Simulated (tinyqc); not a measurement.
Worked calculation: tight binding, dimerised chain. One step of it, computed by the program tinyqc.

Problem. Open chain of 3 cells. The same hoppings without the wrap-around bond.

H of the open chain (eV):
```
           1          2          3          4          5          6
1   0.000000  -1.930000   0.000000   0.000000   0.000000   0.000000
2  -1.930000   0.000000  -1.730000   0.000000   0.000000   0.000000
3   0.000000  -1.730000   0.000000  -1.930000   0.000000   0.000000
4   0.000000   0.000000  -1.930000   0.000000  -1.730000   0.000000
5   0.000000   0.000000   0.000000  -1.730000   0.000000  -1.930000
6   0.000000   0.000000   0.000000   0.000000  -1.930000   0.000000
```

Give: levels; weights of the highest filled level on the sites.

Solution.

levels (eV): -3.3046  -2.3145  -0.9399  0.9399  2.3145  3.3046

weights of the highest filled level on the sites: 0.2549  0.0605  0.1846  0.1846  0.0605  0.2549

The bulk gap runs from -0.2000 to 0.2000 eV; no level of this chain lies inside it.
